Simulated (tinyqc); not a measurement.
Two-valley model of the transferred-electron effect. Which input was changed? Computed by tinyqc, a small Python program. Command: `OMP_NUM_THREADS=1 python tinyqc.py 3004266 3004267 out.jsonl gunn which`. One thread of a shared host (Intel(R) Xeon(R) Processor @ 2.30GHz), about 0.1 s of CPU time with the checks.

Both kinds of valley share one electron temperature T_e, and each has a constant mobility.

Inputs (values chosen for the exercise, modelled on GaN):
```
quantity                       value        unit
central-valley mass m1          0.21         m_0
satellite-valley mass m2        0.42         m_0
satellite valleys Z                6           -
valley separation dE             1.2          eV
central-valley mobility mu1     1100  cm^2/(V s)
satellite-valley mobility mu2     60  cm^2/(V s)
energy relaxation time tau_E   0.084          ps
lattice temperature T            500           K
electric field F                  47       kV/cm
mixing                          0.05           -
iteration cap                    600           -
```

Solver: damped fixed point.

Constants: k_B = 8.617333262e-05 eV/K.

Method:
- Density-of-states ratio R = Z (m2/m1)^(3/2); n2/n1 = R exp(-dE/(k_B T_e)); mean mobility mu = (mu1 + mu2 n2/n1)/(1 + n2/n1); energy balance e mu F^2 = (3/2) k_B (T_e - T)/tau_E; v = mu F.
- Fixed point from T_e = T: T_out = T + (2/3) e mu(T_e) F^2 tau_E/k_B, T_new = T_e + mixing (T_out - T_e); stop when |T_out - T_e| is below 1e-6 K.
- Using T_e as the parameter, F(T_e) = sqrt(3 k_B (T_e - T)/(2 e mu tau_E)) and v = mu F; find the first maximum and the next minimum of v, and the most negative dv/dF between them.

Task: One of these inputs alone was changed, within the range given: valley separation dE (0.6 to 2.4); central-valley mobility mu1 (550 to 2200); satellite-valley mobility mu2 (30 to 120); energy relaxation time tau_E (0.042 to 0.168). Which one, and to what value?

Results:
```
run     electron temperature T_e (K)  drift velocity (1e7 cm/s)  peak-to-valley ratio
before                      2051.090                   5.078365              1.039030
after                       2325.382                   4.970483              1.039030
```

Result:

Each candidate set to reproduce electron temperature T_e, and what it then gives:
```
candidate                                   range searched  value needed  drift velocity (1e7 cm/s)  peak-to-valley ratio
valley separation dE (eV)                       0.6 to 2.4  out of reach                          -                     -
central-valley mobility mu1 (cm^2/(V s))       550 to 2200          1323                     5.9764                1.0491
satellite-valley mobility mu2 (cm^2/(V s))       30 to 120  out of reach                          -                     -
energy relaxation time tau_E (ps)           0.042 to 0.168        0.1010                     4.9705                1.0390
```

Only energy relaxation time tau_E fits every result: it went from 0.084 to 0.101 ps. The next best candidate, central-valley mobility mu1, misses one result by 20 %.

Caution: T_e at the threshold exceeds 3000 K, outside the range of a Maxwellian in parabolic valleys.
